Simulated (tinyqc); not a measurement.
Raising U: Hubbard chain of 3 sites, mean field against exact. Computed by the program tinyqc. 

one-body matrix (hopping and site energies) (eV):
```
         1        2        3
1   0.0000  -1.9300   0.0000
2  -1.9300   0.0000  -1.9300
3   0.0000  -1.9300   0.0000
```

electrons, up and down: 2  1

Collinear unrestricted mean field (the lowest of 40 random starts) against exact diagonalisation.

Exact and mean-field results (eV):

| U | U/t | E exact | E mean field | mean \|n_up - n_down\| | double occupancy, exact | first gap in the sector |
|---|---|---|---|---|---|---|
| 0.9600 | 0.4974 | -4.887167 | -4.864937 | 0.3670 | 0.1885 | 2.5958 |
| 1.9300 | 1.0000 | -4.368638 | -4.281492 | 0.4127 | 0.1678 | 2.4386 |
| 3.8600 | 2.0000 | -3.512772 | -3.216667 | 0.5556 | 0.1286 | 2.0999 |
| 5.7900 | 3.0000 | -2.866725 | -2.398627 | 0.7289 | 0.0960 | 1.7829 |
| 7.7200 | 4.0000 | -2.385611 | -1.861895 | 0.8375 | 0.0715 | 1.5181 |
| 11.5800 | 6.0000 | -1.749995 | -1.267781 | 0.9262 | 0.0416 | 1.1389 |
| 15.4400 | 8.0000 | -1.365883 | -0.957222 | 0.9584 | 0.0263 | 0.8976 |
| 23.1600 | 12.0000 | -0.939433 | -0.641068 | 0.9815 | 0.0128 | 0.6221 |
| 38.6000 | 20.0000 | -0.573309 | -0.385515 | 0.9933 | 0.0049 | 0.3813 |

In absolute terms mean field is worst at U/t = 4.0, 0.524 eV too high: at small U it is nearly exact, and at large U it misses only exchange-scale energies. Relative to the exact energy its error is 0.5 % at the smallest U, 33 % at most and 33 % at the largest. The double occupancy falls from 0.189 to 0.005; at the largest U the first gap is 0.99 times the exchange scale 4t^2/U.
